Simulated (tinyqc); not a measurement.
# Worked calculation: free and trapped electrons in a MOS channel with a dense trap tail

Numbers from tinyqc (`OMP_NUM_THREADS=1 python tinyqc.py 2222119 2222120 out.jsonl`; about 0.02 s on one thread of a shared Intel Xeon 2.30GHz). Printed values are rounded.

p-type body, charge-sheet picture, full ionisation (an idealisation for deep acceptors), Boltzmann statistics for free electrons. e = Ec - EF at the surface. Acceptor-like traps of density D(E) = D0 + De exp(-E/Ew) at depth E below Ec, from 0 to Eu, hold n_t = integral of D(E)/(1 + exp((e - E)/Vt)). psi = Eg - Vt ln(Nv/Na) - e; N_dep = sqrt(2 eps0 eps_r Na (psi - Vt)/q); n_f = sqrt(N_dep^2 + 2 eps0 eps_r Vt Nc exp(-e/Vt)/q) - N_dep; Vg = Vfb + psi + q (N_dep + n_t + n_f)/Cox, Cox = eps0 eox/tox.

Values chosen for this exercise; band and dielectric values close to those of 4H silicon carbide: temperature T = 475 K; band gap Eg = 3.2 eV; relative permittivity eps_r = 9.51; conduction-band density of states at T Nc = 3.45e19 cm^-3; valence-band density of states at T Nv = 4.92e19 cm^-3; relative permittivity of the insulator eox = 3.9; insulator thickness tox = 66 nm; acceptor density Na = 2.3e16 cm^-3; flat-band voltage without trapped charge Vfb = -2.5 V; constant background density of acceptor-like traps D0 = 2.7e11 cm^-2 eV^-1; density of the tail at the conduction edge De = 6.7e12 cm^-2 eV^-1; decay energy of the tail Ew = 0.08 eV; depth below Ec down to which the traps reach Eu = 0.55 eV; mobility of free electrons mf = 160 cm^2/(V s); Ec - EF at the surface e = 0.266 eV.

Constants: q = 1.602176634e-19 C, kB = 1.380649e-23 J/K, Vt = kB T/q, eps0 = 8.8541878128e-14 F/cm where lengths are in cm. Results are converted to the units shown.

## Trapped charge

Trapezoid rule on 12 equal steps from 0 to Eu, f = 1/(1 + exp((e - E)/Vt)).

```
point      E (eV)  D(E) f (cm^-2 eV^-1)
0               0           1.047861e10
1      0.04583333           1.858911e10
2      0.09166667           3.345699e10
3          0.1375           6.107702e10
4       0.1833333           1.109932e11
5       0.2291667           1.884642e11
6           0.275           2.692589e11
7       0.3208333           3.101896e11
8       0.3666667           3.118212e11
9          0.4125           3.002369e11
10      0.4583333           2.891406e11
11      0.5041667           2.814412e11
12           0.55           2.766548e11
```

n_t = 1.062525e11 cm^-2

With 1600 steps n_t = 1.063e11 cm^-2; the coarse value is 0.034 % below it.

## Charges and gate voltage

psi, N_dep, n_f and Vg as defined, with the n_t given; free share n_f/(n_f + n_t); apparent mobility mf n_f/(n_f + n_t); gate voltage spent on traps q n_t/Cox.

psi = 2.620125 V
N_dep = 7.896419e11 cm^-2
n_f = 1.402679e10 cm^-2
Vg = 2.906533 V
free share = 11.66185 %
apparent mobility = 18.65896 cm^2/(V s)
gate voltage spent on traps = 0.3253719 V
